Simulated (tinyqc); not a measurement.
Where in the gap a trap does harm: carrier lifetime from Shockley-Read-Hall, radiative, Auger and surface recombination. Computed by tinyqc, a small Python program. Command: `OMP_NUM_THREADS=1 python tinyqc.py 3021444 3021445 out.jsonl lifetime walk`. One thread of a shared host (Intel(R) Xeon(R) Processor @ 2.30GHz), about 0.03 s of CPU time with the checks.

Energies are counted from the top of the valence band. Boltzmann statistics, full ionisation, and equal excess densities of electrons and holes.

Inputs (values chosen for the exercise, for a model semiconductor):
```
quantity,value,unit
gap E_g,1.26,eV
electron mass m_e,0.25,m_0
valleys M_c,6,-
hole mass m_h,0.637,m_0
temperature T,300,K
doping N,2.7e+17,cm^-3
trap level E_t,0.479,eV
trap density N_t,2e+13,cm^-3
electron cross-section sigma_n,2.8e-17,cm^2
hole cross-section sigma_p,7.9e-16,cm^2
```

Doping: n-type. Surface term: two equal surfaces.

Constants: m_0 = 9.1093837015e-31 kg; k_B = 1.380649e-23 J/K; h = 6.62607015e-34 J s; k_B = 8.617333262e-05 eV/K.

Method:
- N_c = 2 M_c (2 pi m_e k_B T/h^2)^(3/2) and N_v = 2 (2 pi m_h k_B T/h^2)^(3/2), masses in units of m_0.
- n_i = sqrt(N_c N_v) exp(-E_g/2 k_B T); majority density N/2 + sqrt(N^2/4 + n_i^2), minority density n_i^2 over it.
- v = sqrt(3 k_B T/m) with m_e or m_h; tau_n0 = 1/(sigma_n v_n N_t), tau_p0 = 1/(sigma_p v_p N_t); n1 = N_c exp(-(E_g - E_t)/k_B T), p1 = N_v exp(-E_t/k_B T).
- Low injection: tau = [tau_p0 (n_0 + n1) + tau_n0 (p_0 + p1)]/(n_0 + p_0). Depleted region (n = p = 0): generation lifetime tau_g = (tau_p0 n1 + tau_n0 p1)/n_i. n1 = N_c exp(-(E_g - E_t)/k_B T), p1 = N_v exp(-E_t/k_B T).

tau_p0 = 4.32508e-06 s

n_0 = 2.70e+17 cm^-3

N_c = 1.88206e+19 cm^-3

tau_n0 = 7.64476e-05 s

p_0 = 0.605316 cm^-3

N_v = 1.27580e+19 cm^-3

n_i = 4.04271e+08 cm^-3

The same trap at other energies:
```
E_t (eV),SRH lifetime (s),generation lifetime (s)
0.076,1.9533e-04,1.2756e+05
0.189,6.7390e-06,1.6122e+03
0.315,4.3435e-06,1.2323e+01
0.441,4.3252e-06,9.4188e-02
0.567,4.3251e-06,7.2039e-04
0.630,4.3251e-06,6.8195e-05
0.693,4.3251e-06,6.5589e-05
0.819,4.3251e-06,7.8611e-03
0.945,4.3266e-06,1.0285e+00
1.071,4.5265e-06,1.3455e+02
1.184,2.0266e-05,1.0647e+04
```

The SRH lifetime (other channels left aside) stays within 10 % of its least value, among these rows, from E_t = 0.315 to 1.071 eV. The generation lifetime has a sharp minimum, among these rows at 0.693 eV and exactly at 0.662 eV, where tau_p0 n1 = tau_n0 p1, since generation needs two thermal jumps and the larger one rules.

Extremes, crossings and ranges named in words are read from the listed rows.
